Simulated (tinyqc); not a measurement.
# From s_xx back to alloy fraction x

Model: stress in a transistor channel from embedded alloy regions, liners and fins, by half-space elasticity. Computed by tinyqc, a small Python program. Command: `OMP_NUM_THREADS=1 python tinyqc.py 3017394 3017395 out.jsonl stressor inv`. One thread of a shared host (Intel(R) Xeon(R) Processor @ 2.30GHz), about 0.1 s of CPU time with the checks.

Plane strain in an isotropic half-space, the same constants everywhere; x along the channel from its centre, y downwards from the free surface; stress is positive in tension.

Inputs (values chosen for the exercise, modelled on silicon):
```
quantity                          value  unit
lattice change per unit x, beta  0.0418     -
Young's modulus E                   170   GPa
Poisson ratio nu                   0.23     -
channel length L                     56    nm
length of each stressor S           125    nm
recess depth d                       55    nm
depth of the field point y          5.6    nm
```

Stressor: Si(1-x)Ge(x) source and drain.

Method. Misfit e = beta x. A fully constrained inclusion holds the stress -p with p = E e/(1 - 2 nu); a blanket film would hold -E e/(1 - nu) in the plane. A line element dA of misfit at (a, c) in the half-space gives, with C = E e/(2 pi (1 - nu)), X = x - a, r1^2 = X^2 + (y - c)^2, r2^2 = X^2 + Y^2, Y = y + c: s_xx = -C dA {[X^2 - (y - c)^2]/r1^4 + 3 [X^2 - Y^2]/r2^4 + 4 y Y (Y^2 - 3 X^2)/r2^6}, s_yy = C dA {[X^2 - (y - c)^2]/r1^4 - [X^2 - Y^2]/r2^4 + 4 y Y (Y^2 - 3 X^2)/r2^6}. These are integrated over two rectangles, L/2 < |a| < L/2 + S, 0 < c < d (closed form in a, 200 Gauss-Legendre points in c).

Question. A run gave the result below. Find the alloy fraction x, known to lie between 0.39 and 0.67.

s_xx = -4233.846 MPa

Answer.

Each step takes the trial c = (a f_b - b f_a)/(f_b - f_a), f being the result less the target and a, b, c the logarithms of the listed values; c replaces end b, the old b replaces a if the sign of f changed, and otherwise f_a is halved.

Scan of the range:
```
alloy fraction x  s_xx (MPa)
0.390               -2748.79
0.427               -3009.58
0.467               -3291.50
0.511               -3601.62
0.559               -3939.94
0.612               -4313.49
0.670               -4722.29
```

False position (Illinois rule, in the logarithm of the input) inside the bracket:
```
step     end a     end b     trial  s_xx (MPa)
1     0.559000  0.612000  0.600294    -4230.98
2     0.612000  0.600294  0.600696    -4233.82
3     0.612000  0.600696  0.600704    -4233.87
4     0.600696  0.600704  0.600700    -4233.85
```

s_xx falls at every point of a 13-point scan of the range (every second point is shown), so one value fits; it is bracketed by 0.559 and 0.612. The scan shows a pure power law with exponent 1.0000, so scaling from any one row also gives the answer directly. Answer: alloy fraction x = 0.6007.

Caution: at such misfit the regions may relax by dislocations, and linear elasticity is rough.
